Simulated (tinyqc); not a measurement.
Density of states of one tight-binding band on the simple cubic lattice, step by step. Values are carried at full precision from step to step, so a last printed digit may differ when a step is redone from the rounded ones.

E(k) = -2 t (c1 + c2 + c3) - 4 t2 (c1 c2 + c2 c3 + c3 c1) with ci = cos(2 pi ki); k in fractions of the reciprocal vectors, mesh k_i = j/N with j = 0 .. N-1. Densities are per cell and per spin, so the band holds one state.

Parameters, chosen for this exercise: t = 0.73 eV (nearest hopping); t2 = 0.08 eV (second hopping); N = 4 (mesh points along each axis); bins = 10 (bins of the histogram); E_lo = -5.413 eV (lower end of the histogram); E_hi = 3.517 eV (upper end); E = -1.4 eV (energy at which the density is wanted); sigma = 0.365 eV (Gaussian width).

## Energies on the mesh

Evaluate the band at all 64 points and collect equal values.

Distinct energies:
```
E_k (eV)  points
-5.3400        1
-3.2400        6
-1.4600       12
-1.1400        3
0.0000         8
0.3200        12
1.4600        12
1.7800         3
2.6000         6
3.4200         1
```

The 64 points give 10 distinct energies between -5.3400 and 3.4200 eV; a dense mesh gives a band from -5.340 to 3.420 eV.

## Histogram

Count the points in equal bins from E_lo to E_hi; g = count/(all points x bin width).

Histogram:
```
from (eV)  to (eV)  points  g (1/eV)
-5.4130    -4.5200       1    0.0175
-4.5200    -3.6270       0    0.0000
-3.6270    -2.7340       6    0.1050
-2.7340    -1.8410       0    0.0000
-1.8410    -0.9480      15    0.2625
-0.9480    -0.0550       0    0.0000
-0.0550     0.8380      20    0.3499
0.8380      1.7310      12    0.2100
1.7310      2.6240       9    0.1575
2.6240      3.5170       1    0.0175
```

Empty bins: 3 of 10; the fullest holds 20 points. Empty bins inside the band come from the coarse mesh, not from gaps.

## Gaussian broadening at one energy

Gaussian broadening: g(E) = mean over the mesh of exp(-(E - E_k)^2/(2 sigma^2))/(sigma sqrt(2 pi)), n(E) = mean of erfc((E_k - E)/(sigma sqrt 2))/2.

Sum over the distinct energies with their counts.

n(E) = 0.2265
g(E) = 0.2420 1/eV

## One tetrahedron of the mesh

For corner energies e1 <= e2 <= e3 <= e4 and eij = ei - ej, the share of the tetrahedron below E is n = (E - e1)^3/(e21 e31 e41) for e1 < E < e2; n = [e21^2 + 3 e21 x + 3 x^2 - (e31 + e42) x^3/(e32 e42)]/(e31 e41) with x = E - e2 for e2 < E < e3; n = 1 - (e4 - E)^3/(e41 e42 e43) for e3 < E < e4; its density of states is g = dn/dE.

corner energies, sorted (eV): [-1.4600, 0.0000, 1.4600, 2.6000]

Find its share below E and its density of states at E.

n = 0.0000
g = 0.0006 1/eV

E lies between corners 1 and 2.

## Sum over all linear tetrahedra

Each cube of the mesh, corners numbered 0 to 7 as the binary number (i j l), is cut into six tetrahedra around the diagonal 0-7: 0137, 0157, 0237, 0267, 0457, 0467. For corner energies e1 <= e2 <= e3 <= e4 and eij = ei - ej, the share of the tetrahedron below E is n = (E - e1)^3/(e21 e31 e41) for e1 < E < e2; n = [e21^2 + 3 e21 x + 3 x^2 - (e31 + e42) x^3/(e32 e42)]/(e31 e41) with x = E - e2 for e2 < E < e3; n = 1 - (e4 - E)^3/(e41 e42 e43) for e3 < E < e4; its density of states is g = dn/dE.

Average n and g over all pieces of the mesh. The reference uses the same method with N = 36.

n(E) = 0.1764
g(E) = 0.1443 1/eV
reference n(E) = 0.209
reference g(E) = 0.129 1/eV

On this mesh the linear method errs by +0.015 1/eV in g and -0.033 in n; the Gaussian sum erred by +0.113 and +0.017.

## Checks

- States below the top of the band by the linear method against one: both 1.000000.

tinyqc: `OMP_NUM_THREADS=1 python tinyqc.py 1682738 1682739 out.jsonl`; about 0.2 s, one thread, shared Intel(R) Xeon(R) Processor @ 2.30GHz.
